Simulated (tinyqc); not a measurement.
Three-phonon processes in a diatomic chain: dispersion, energy and momentum conservation, and decay channels of optical phonons. Inputs raised by 5 %, one at a time. Computed by tinyqc, a small Python program. Command: `OMP_NUM_THREADS=1 python tinyqc.py 3120464 3120465 out.jsonl threeph sens`. One thread of a shared host (Intel(R) Xeon(R) Processor @ 2.30GHz), about 0.01 s of CPU time with the checks.

Cell length a, two atoms, one spring constant. x = q a/pi runs from -1 to 1; A and O are the acoustic and optical branches. Matrix elements are not computed: only conservation laws and occupation factors are followed.

Inputs (values chosen for the exercise, for a model chain): light mass m = 28.1 u; heavy mass M = 191 u; spring constant k = 13 eV/angstrom^2.

Constants: nu for 1 eV/(angstrom^2 u) = 15.6333042 THz.

Method. omega^2 = k (1/m + 1/M) -/+ k sqrt((1/m + 1/M)^2 - 4 sin^2(pi x/2)/(m M)); nu = 15.6333042 THz x sqrt(omega^2) for eV/(angstrom^2 u). Acoustic top sqrt(2 k/M), optical bottom sqrt(2 k/m), optical top sqrt(2 k (1/m + 1/M)).

Runs:

| input moved | from | to | optical top (THz) | optical top over twice the acoustic top |
|---|---|---|---|---|
| base run | - | - | 16.106 | 1.3962 |
| light mass m (u) | 28.1 | 29.505 | 15.768 | 1.3669 |
| heavy mass M (u) | 191 | 200.55 | 16.057 | 1.4263 |
| spring constant k (eV/angstrom^2) | 13 | 13.65 | 16.504 | 1.3962 |

Exponents ln(y'/y) / ln(x'/x):

| input | optical top | optical top over twice the acoustic top |
|---|---|---|
| light mass m | -0.434 | -0.434 |
| heavy mass M | -0.063 | 0.437 |
| spring constant k | 0.500 | 0.000 |

Which inputs matter most for each result?

Among the inputs moved here: optical top answers most in size to spring constant k (exponent +0.500), next to light mass m (-0.434). Its exponent +0.500 in spring constant k: frequencies go as sqrt(k). Optical top over twice the acoustic top answers most in size to heavy mass M (exponent +0.437), and about equally to light mass m (-0.434); its exponent is below 0.0005 for spring constant k.
